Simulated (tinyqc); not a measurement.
From one set of inputs to another, one input at a time: gas flow in a process chamber: flow regimes, conductance, effective pumping speed, pump-down, outgassing and purge. Computed by tinyqc, a small Python program. Command: `OMP_NUM_THREADS=1 python tinyqc.py 3120230 3120231 out.jsonl pump ladder`. One thread of a shared host (Intel(R) Xeon(R) Processor @ 2.30GHz), about 0.01 s of CPU time with the checks.

Ideal gas, isothermal flow, a pump of constant speed at the end of a round pipe; process gas, volume gas and outgassing are given the same properties. 1 sccm = 101325 Pa x 1e-6 m^3/60 s x T/273.15 K.

The inputs printed are set A. Set A is modelled on oxygen near room temperature; the values taken over come from a set modelled on nitrogen near room temperature. Inputs not listed in the table keep their values of set A, so the rows need not describe a real material.

Inputs (values chosen for the exercise, modelled on oxygen near room temperature): molar mass M = 32 g/mol; molecular diameter = 0.36 nm; viscosity eta = 20.6 micropascal s; temperature T = 293 K; chamber volume V = 16 L; wall area = 0.48 m^2; pipe diameter d = 10 cm; pipe length l = 41 cm; pump speed S = 450 L/s; process gas flow = 610 sccm; outgassing rate after 1 h = 3.1e-06 Pa m^3/(s m^2); outgassing exponent n = 0.73; target base pressure = 0.0005 Pa.

Constants: k_B = 1.380649e-23 J/K; u = 1.6605390666e-27 kg.

Method:
- Mean speed c = sqrt(8 k_B T/(pi m)); aperture conductance C_a = c pi d^2/16; molecular pipe C_m = C_a/(1 + 3 l/(4 d)) (Dushman form); viscous pipe C_v = pi d^4 p_mean/(128 eta l); Knudsen interpolation C = C_v + C_m (1 + x)/(1 + 1.24 x), x = d p_mean sqrt(m/(k_B T))/eta.
- Effective speed 1/S_eff = 1/S + 1/C_m; time constant V/S_eff; pressure at which the free path k_B T/(sqrt2 pi d_m^2 p) equals d.
- Steady flow: the pump inlet is at p_2 = Q/S, and the chamber pressure p_1 solves Q = C((p_1 + p_2)/2) (p_1 - p_2). Residence time = p_1 V/Q.
- Knudsen number = free path at the mean pressure over d.
- From the outgassing limit: t = 1 h x (q_1 A/(S_eff p_target))^(1/n) - 10 s; monolayer time at the target = 1e19 m^-2 x 4 k_B T/(p c) for unit sticking.

Each row keeps all changes above it:
```
input moved            from     to  chamber pressure p_1 (Pa)  time to the target (h)  conductance C (L/s)
set A                     -      -                      3.518              2.1360e-03               1039.7
wall area (m^2)        0.48    1.6                      3.518              2.2789e-02               1039.7
pipe diameter d (cm)     10      4                     16.006              5.4574e-01                 81.5
outgassing exponent n  0.73    1.2                     16.006              6.9120e-01                 81.5
pipe length l (cm)       41     32                     14.101              5.8087e-01                 94.9
chamber volume V (L)     16     15                     14.101              5.8087e-01                 94.9
pump speed S (L/s)      450     19                     60.065              1.0173e+00                579.4
molar mass M (g/mol)     32  28.01                     60.062              9.9037e-01                580.4
```

Chamber pressure p_1 goes from 3.52 to 60.1, a factor 17.1 in all. The largest single move comes from pipe diameter d (a factor 4.55). Time to the target goes from 0.00214 to 0.990, a factor 464 in all. The largest single move comes from pipe diameter d (a factor 23.9). Conductance C goes from 1040 to 580, a factor 0.558 in all. The largest single move comes from pipe diameter d (a factor 0.0784), and pump speed S works against it (a factor 6.11). The single moves hold for this order of the switches; the total does not depend on the order.

Caution (rows pipe diameter d, outgassing exponent n, pipe length l, chamber volume V): S over the pipe area exceeds 0.3 of the mean molecular speed: the pipe end cannot pass this speed without choking, so p_2 = Q/S and the conductance formulas are only formal.

Extremes, crossings and ranges named in words are read from the listed rows.
